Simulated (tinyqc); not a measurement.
Inside a calculation. Method: UHF in the sto-3g basis, for H3, spin multiplicity 2. One step of it, computed by the program tinyqc.

Question. Iteration 3: building the Fock matrix. J_ij = sum D_kl (ij|kl) with D = D(alpha) + D(beta), K_ij = sum D_kl (ik|jl) for each spin; F = H + J - K(s); E = tr D H + tr D J / 2 - 0.5 sum_s tr D(s) K(s) + E_nn.

D(alpha) after iteration 2:
```
           1H 1s      2H 1s      3H 1s
1H 1s   0.440111   0.447891  -0.234184
2H 1s   0.447891   0.532065  -0.537426
3H 1s  -0.234184  -0.537426   1.297784
```

D(beta) after iteration 2:
```
          1H 1s     2H 1s     3H 1s
1H 1s  0.167664  0.202542  0.152293
2H 1s  0.202542  0.244676  0.183974
3H 1s  0.152293  0.183974  0.138331
```

core Hamiltonian H = T + V (hartree):
```
           1H 1s      2H 1s      3H 1s
1H 1s  -1.377065  -0.764530  -0.764531
2H 1s  -0.764530  -1.377065  -0.764531
3H 1s  -0.764531  -0.764531  -1.377065
```

Two-electron integrals (ij|kl) in chemists' order, unique and non-zero (hartree):
```
(11|11) 0.774606   (21|11) 0.248667   (21|21) 0.107441   (22|11) 0.434287
(22|21) 0.248667   (22|22) 0.774606   (31|11) 0.248667   (31|21) 0.094994
(31|22) 0.191730   (31|31) 0.107442   (32|11) 0.191730   (32|21) 0.094994
(32|22) 0.248667   (32|31) 0.094994   (32|32) 0.107442   (33|11) 0.434287
(33|21) 0.191730   (33|22) 0.434287   (33|31) 0.248667   (33|32) 0.248667
(33|33) 0.774606
```

nuclear repulsion = 1.39013349 hartree

Give: Coulomb J; exchange K(alpha); exchange K(beta); F(alpha); F(beta); total energy of this density.

Answer.

Coulomb J (hartree):
```
        1H 1s   2H 1s   3H 1s
1H 1s  1.5790  0.6767  0.6960
2H 1s  0.6767  1.6056  0.6989
3H 1s  0.6960  0.6989  1.7466
```

exchange K(alpha) (hartree):
```
        1H 1s   2H 1s   3H 1s
1H 1s  0.5417  0.3864  0.3302
2H 1s  0.3864  0.5098  0.2670
3H 1s  0.3302  0.2670  0.8111
```

exchange K(beta) (hartree):
```
        1H 1s   2H 1s   3H 1s
1H 1s  0.3824  0.3218  0.2927
2H 1s  0.3218  0.4436  0.3126
3H 1s  0.2927  0.3126  0.3572
```

F(alpha) (hartree):
```
         1H 1s    2H 1s    3H 1s
1H 1s  -0.3397  -0.4743  -0.3987
2H 1s  -0.4743  -0.2813  -0.3326
3H 1s  -0.3987  -0.3326  -0.4415
```

F(beta) (hartree):
```
         1H 1s    2H 1s    3H 1s
1H 1s  -0.1805  -0.4097  -0.3612
2H 1s  -0.4097  -0.2150  -0.3782
3H 1s  -0.3612  -0.3782   0.0124
```

total energy of this density = -1.340940 hartree
